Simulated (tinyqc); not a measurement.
Barrier and mass from two temperatures.

Question. The saturation current of a Schottky diode is J0 = A* T^2 exp(-q phi/(kB T)) with a fixed barrier and A* = 4 pi q me m0 kB^2/h^3 (times 1e-4 for A/(cm^2 K^2)). Find phi, A* and me.

Constants: q = 1.602176634e-19 C, kB = 1.380649e-23 J/K, h = 6.62607015e-34 J s, m0 = 9.1093837015e-31 kg. Results are converted to the units shown.

J0 at 280 and 400 K (A/cm^2): [0.012620700, 8.8874189]

Solution. The slope of ln(J0/T^2) against q/(kB T) is -phi and the intercept is ln A*.

phi = 0.4700 eV
A* = 46.39 A/(cm^2 K^2)
me = 0.3860 m0

Computed by the program tinyqc: `OMP_NUM_THREADS=1 python tinyqc.py 2640156 2640157 out.jsonl`, one thread of a shared Intel Xeon 2.30GHz, about 0.01 s for the whole run.
